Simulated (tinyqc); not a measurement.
Worked calculation: Hueckel theory of the pi electrons, for the molecule Fc1ccc2cccccc1-2 (SMILES; centres numbered as the heavy atoms are written). Computed by tinyqc, a small Python program that keeps every step. Settings: charge = 0. Command: `OMP_NUM_THREADS=1 python tinyqc.py 29361 29362 out.jsonl` (the two numbers bound the seeds that draw the settings). One thread of a shared host (Intel(R) Xeon(R) Processor @ 2.60GHz), about 0.01 s of CPU time with the checks.

## The Hueckel matrix

Centres:

| centre | z_r, pi electrons of the neutral centre | h |
|---|---|---|
| 1F | 2 | 3.000000 |
| 2C | 1 | 0.000000 |
| 3C | 1 | 0.000000 |
| 4C | 1 | 0.000000 |
| 5C | 1 | 0.000000 |
| 6C | 1 | 0.000000 |
| 7C | 1 | 0.000000 |
| 8C | 1 | 0.000000 |
| 9C | 1 | 0.000000 |
| 10C | 1 | 0.000000 |
| 11C | 1 | 0.000000 |

Bonds:

| i | j | k |
|---|---|---|
| 1 | 2 | 0.700000 |
| 2 | 3 | 1 |
| 3 | 4 | 1 |
| 4 | 5 | 1 |
| 5 | 6 | 1 |
| 6 | 7 | 1 |
| 7 | 8 | 1 |
| 8 | 9 | 1 |
| 9 | 10 | 1 |
| 10 | 11 | 1 |
| 11 | 2 | 1 |
| 11 | 5 | 1 |

H_rr = alpha + h_r beta, H_rs = k_rs beta for bonded centres.

Hueckel matrix in units of beta (H = alpha + beta A):
```
           1F        2C        3C        4C        5C        6C        7C        8C
1F   3.000000  0.700000  0.000000  0.000000  0.000000  0.000000  0.000000  0.000000
2C   0.700000  0.000000  1.000000  0.000000  0.000000  0.000000  0.000000  0.000000
3C   0.000000  1.000000  0.000000  1.000000  0.000000  0.000000  0.000000  0.000000
4C   0.000000  0.000000  1.000000  0.000000  1.000000  0.000000  0.000000  0.000000
5C   0.000000  0.000000  0.000000  1.000000  0.000000  1.000000  0.000000  0.000000
6C   0.000000  0.000000  0.000000  0.000000  1.000000  0.000000  1.000000  0.000000
7C   0.000000  0.000000  0.000000  0.000000  0.000000  1.000000  0.000000  1.000000
8C   0.000000  0.000000  0.000000  0.000000  0.000000  0.000000  1.000000  0.000000
9C   0.000000  0.000000  0.000000  0.000000  0.000000  0.000000  0.000000  1.000000
10C  0.000000  0.000000  0.000000  0.000000  0.000000  0.000000  0.000000  0.000000
11C  0.000000  1.000000  0.000000  0.000000  1.000000  0.000000  0.000000  0.000000

           9C       10C       11C
1F   0.000000  0.000000  0.000000
2C   0.000000  0.000000  1.000000
3C   0.000000  0.000000  0.000000
4C   0.000000  0.000000  0.000000
5C   0.000000  0.000000  1.000000
6C   0.000000  0.000000  0.000000
7C   0.000000  0.000000  0.000000
8C   1.000000  0.000000  0.000000
9C   0.000000  1.000000  0.000000
10C  1.000000  0.000000  1.000000
11C  0.000000  1.000000  0.000000
```

## Orbitals

pi electrons, sum of z_r less the charge = 12

Diagonalise; E = alpha + x beta with beta < 0, so the largest x are filled first; degenerate levels share their electrons. P = sum n_i c_ri c_si; each orbital has its largest coefficient positive (the first on a tie).

x values: 3.203427  2.258316  1.629850  1.342440  0.873605  0.420447  -0.400966  -0.749405  -1.599451  -1.875917  -2.102345

occupations: 2.000000  2.000000  2.000000  2.000000  2.000000  2.000000  0.000000  0.000000  0.000000  0.000000  0.000000

coefficients:
```
          MO1        MO2        MO3        MO4        MO5        MO6        MO7        MO8
1F   0.944604  -0.222654   0.114650  -0.085113  -0.073453  -0.147408  -0.012969   0.056063
2C   0.274512   0.235913  -0.224411   0.201543   0.223128   0.543211   0.063011  -0.300289
3C   0.101279   0.245464  -0.323544   0.009432   0.595648   0.063519  -0.311679  -0.017700
4C   0.049927   0.318422  -0.302917  -0.188881   0.297233  -0.516504   0.061962   0.313553
5C   0.058658   0.473634  -0.170165  -0.262993  -0.335984  -0.280682   0.286835  -0.217279
6C   0.021103   0.308033   0.148040  -0.484878  -0.241445   0.130434  -0.472465  -0.354218
7C   0.008943   0.222002   0.411448  -0.387927   0.125056   0.335523  -0.097392   0.482731
8C   0.007546   0.193317   0.522559  -0.035890   0.350695   0.010635   0.511516  -0.007544
9C   0.015229   0.214569   0.440244   0.339746   0.181312  -0.331051  -0.107708  -0.477078
10C  0.041239   0.291247   0.194973   0.491979  -0.192299  -0.149825  -0.468328   0.365068
11C  0.116878   0.443160  -0.122467   0.320706  -0.349306   0.268058   0.295492   0.203494

           MO9       MO10       MO11
1F    0.065994  -0.038225   0.038822
2C   -0.433625   0.266259  -0.282978
3C    0.534889  -0.286354   0.018087
4C   -0.421904   0.270917   0.244952
5C    0.139926  -0.221864  -0.533061
6C    0.085622   0.331650   0.326072
7C   -0.276874  -0.400284  -0.152455
8C    0.357225   0.419250  -0.005559
9C   -0.294490  -0.386194   0.164141
10C   0.113797   0.305217  -0.339523
11C   0.112477  -0.186369   0.549654
```

charge and bond-order matrix P:
```
            1F         2C         3C         4C         5C         6C         7C         8C
1F    1.978730   0.134865  -0.099995   0.023829   0.037762   0.016198  -0.038873  -0.000553
2C    0.134865   1.133711   0.655256  -0.191028  -0.228831  -0.071006   0.188948   0.014406
3C   -0.099995   0.655256   1.068222   0.647363  -0.086361  -0.220507   0.028841   0.176748
4C    0.023829  -0.191028   0.647363   1.172889   0.600145   0.013486  -0.232708   0.018331
5C    0.037762  -0.228831  -0.086361   0.600145   1.035118   0.587944   0.002976  -0.216582
6C    0.016198  -0.071006  -0.220507   0.013486   0.587944   0.855322   0.662300   0.142366
7C   -0.038873   0.188948   0.028841  -0.232708   0.002976   0.662300   0.994712   0.638675
8C   -0.000553   0.014406   0.176748   0.018331  -0.216582   0.142366   0.638675   0.869767
9C    0.047299  -0.229793   0.003896   0.192873  -0.059485  -0.240207   0.017421   0.639038
10C  -0.018405   0.022274  -0.213668  -0.073921   0.168923  -0.184430  -0.239844   0.143621
11C  -0.086923   0.592845  -0.055543  -0.237618   0.390739   0.169286  -0.058230  -0.217206

            9C        10C        11C
1F    0.047299  -0.018405  -0.086923
2C   -0.229793   0.022274   0.592845
3C    0.003896  -0.213668  -0.055543
4C    0.192873  -0.073921  -0.237618
5C   -0.059485   0.168923   0.390739
6C   -0.240207  -0.184430   0.169286
7C    0.017421  -0.239844  -0.058230
8C    0.639038   0.143621  -0.217206
9C    0.995966   0.661676  -0.000325
10C   0.661676   0.852021   0.589603
11C  -0.000325   0.589603   1.043542
```

## Energy, charges, bond orders

E = sum n x; q_r = z_r - P_rr; bond order p = P_rs; free valence = sqrt(3) - sum of p over the bonds of the atom.

pi energy = 12 alpha + this times beta = 19.456170

pi charges: 1F 0.021270, 2C -0.133711, 3C -0.068222, 4C -0.172889, 5C -0.035118, 6C 0.144678, 7C 0.005288, 8C 0.130233, 9C 0.004034, 10C 0.147979, 11C -0.043542

Bond orders and lengths from R = 1.517 - 0.180 p (angstrom, C-C alone):

| bond | p | R |
|---|---|---|
| 1-2 | 0.134865 | - |
| 2-3 | 0.655256 | 1.399054 |
| 3-4 | 0.647363 | 1.400475 |
| 4-5 | 0.600145 | 1.408974 |
| 5-6 | 0.587944 | 1.411170 |
| 6-7 | 0.662300 | 1.397786 |
| 7-8 | 0.638675 | 1.402039 |
| 8-9 | 0.639038 | 1.401973 |
| 9-10 | 0.661676 | 1.397898 |
| 10-11 | 0.589603 | 1.410871 |
| 11-2 | 0.592845 | 1.410288 |
| 11-5 | 0.390739 | 1.446667 |

free valence of the carbons: 2C 0.349085, 3C 0.429432, 4C 0.484543, 5C 0.153223, 6C 0.481807, 7C 0.431076, 8C 0.454338, 9C 0.431337, 10C 0.480771, 11C 0.158864

gap between the highest filled and the next level = 0.821413 |beta|
